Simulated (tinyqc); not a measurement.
# Diffused layer (Gaussian), carriers, mobility and sheet resistance with incomplete ionisation: effect of the temperature

A p-type layer from the surface x = 0 to the junction xj, N(x) = N0 exp(-(x/Ld)^2). Local neutrality (no depletion at surface or junction, no spilling of carriers), intrinsic carriers neglected, Boltzmann statistics.

NB is given at 300 K and scales as (T/300 K)^1.5. xj = Ld sqrt(ln(N0/Nb)). Active dopant A = min(N, Ns); p solves p (p + Nb)/(A - Nb - p) = K, K = (NB/gd) exp(-E/Vt), E = max(Ei - ks A^(1/3), 0), so p = 2 K (A - Nb)/[Nb + K + sqrt((Nb + K)^2 + 4 K (A - Nb))]; mobility mu = m1 + (m2 (T/300 K)^(-bt) - m1)/(1 + ((A + Nb)/Nr)^am). Dose = integral of N, carrier sheet density = integral of p, 1/Rs = q integral of p mu, mean mobility 1/(q Rs sheet density), Hall mobility (unit Hall factor) = integral of p mu^2 over integral of p mu, Hall sheet density = (integral of p mu)^2/integral of p mu^2; all from 0 to xj. Integrals on 4000 steps.

Values chosen for this exercise; values close to those of magnesium in GaN over an n-type background:

| symbol | value | unit | meaning |
|---|---|---|---|
| Nb | 1.3e15 | cm^-3 | background doping of the opposite type |
| N0 | 2.9e18 | cm^-3 | peak chemical concentration |
| m1 | 2.94 | cm^2/(V s) | mobility limit at high doping |
| m2 | 166 | cm^2/(V s) | mobility limit at low doping, at 300 K |
| Nr | 2.92e17 | cm^-3 | reference doping of the mobility law |
| am | 0.599 |  | exponent of the mobility law |
| bt | 2.4 |  | temperature exponent of m2 |
| Ns | 4.9e19 | cm^-3 | solubility limit of active dopant |
| NB | 4.43e19 | cm^-3 | valence-band density of states at the reference temperature |
| Ei | 0.164 | eV | ionisation energy in the dilute limit |
| gd | 4 |  | degeneracy factor of the level |
| ks | 0 | eV cm | lowering of Ei per N^(1/3) |
| Ld | 35 | nm | diffusion length 2 sqrt(D t) |

Constants: q = 1.602176634e-19 C, kB = 1.380649e-23 J/K, Vt = kB T/q. Results are converted to the units shown.

The same in every row: xj (nm) = 97.18; dose (cm^-2) = 8.994e12.

Result of one run:
```
T (K),carriers (cm^-2),Rs (ohm/square),mean mobility (cm^2/(V s)),Rs xj (ohm nm),Hall/true sheet density
150,2.106e10,1.152e6,257.3,1.119e8,0.8504
```

What becomes of these results when the temperature T is changed from 150 to 300 K, all else the same?

Result of the changed run:
```
T (K),carriers (cm^-2),Rs (ohm/square),mean mobility (cm^2/(V s)),Rs xj (ohm nm),Hall/true sheet density
300,9.464e11,1.263e5,52.21,1.228e7,0.8447
```

The whole series:
```
T (K),carriers (cm^-2),Rs (ohm/square),mean mobility (cm^2/(V s)),Rs xj (ohm nm),Hall/true sheet density
150,2.106e10,1.152e6,257.3,1.119e8,0.8504
200,1.483e11,3.076e5,136.8,2.989e7,0.8270
250,4.535e11,1.701e5,80.91,1.653e7,0.8316
300,9.464e11,1.263e5,52.21,1.228e7,0.8447
350,1.585e12,1.092e5,36.07,1.061e7,0.8603
400,2.308e12,1.028e5,26.30,9.995e6,0.8761
450,3.054e12,1.020e5,20.04,9.911e6,0.8910
500,3.779e12,1.043e5,15.84,1.014e7,0.9048
550,4.453e12,1.087e5,12.90,1.056e7,0.9174
```

As T goes from 150 to 550, xj stays at 97.2 nm, Rs goes from 1.15e6 through a minimum of 1.02e5 (at T = 450 among the rows listed) to 1.09e5 ohm/square, the mean mobility falls from 257 to 12.9 cm^2/(V s) and the share of the dose that conducts rises from 0.234 to 49.5 %. Ionisation gains at low temperature and the mobility loss wins at high temperature, which gives the minimum of Rs.

Computed by the program tinyqc: `OMP_NUM_THREADS=1 python tinyqc.py 2110134 2110135 out.jsonl`, one thread of a shared Intel Xeon 2.30GHz, about 0.01 s for the whole run.
